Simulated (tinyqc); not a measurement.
Born-von Karman spring model of a cubic crystal with one atom per cell: one step, computed by the program tinyqc.

First neighbours lie at a/2 (1,1,1) (8 of them), second at a (1,0,0) (6), with all permutations and signs; the volume per atom is Omega = a^3/2.

Problem. Frequencies at the zone boundary. A neighbour at R with unit vector n couples by the matrix K(R) = kL n n^T + kT (1 - n n^T), and D(q) = (1/M) sum_R K(R) [1 - cos(q.R)]. An eigenvalue lambda of D in eV/(angstrom^2 u) gives nu = 15.6333042 THz x sqrt(lambda).

Inputs (values chosen for the exercise, for a model crystal):
```
quantity                 value           unit
atomic mass M             93.6              u
radial spring k1L          0.4  eV/angstrom^2
transverse spring k1T    0.021  eV/angstrom^2
radial spring k2L         0.34  eV/angstrom^2
transverse spring k2T  -0.0049  eV/angstrom^2
```

Lattice: bcc.

Constants: nu for 1 eV/(angstrom^2 u) = 15.6333042 THz.

Give: Frequencies (THz) at points given in 2 pi/a.

Solution.

Frequencies (THz) at points given in 2 pi/a:
```
point               nu 1   nu 2   nu 3
H (1, 0, 0)        2.481  2.481  2.481
N (0.5, 0.5, 0)    1.725  1.985  3.036
P (0.5, 0.5, 0.5)  2.555  2.555  2.555
```
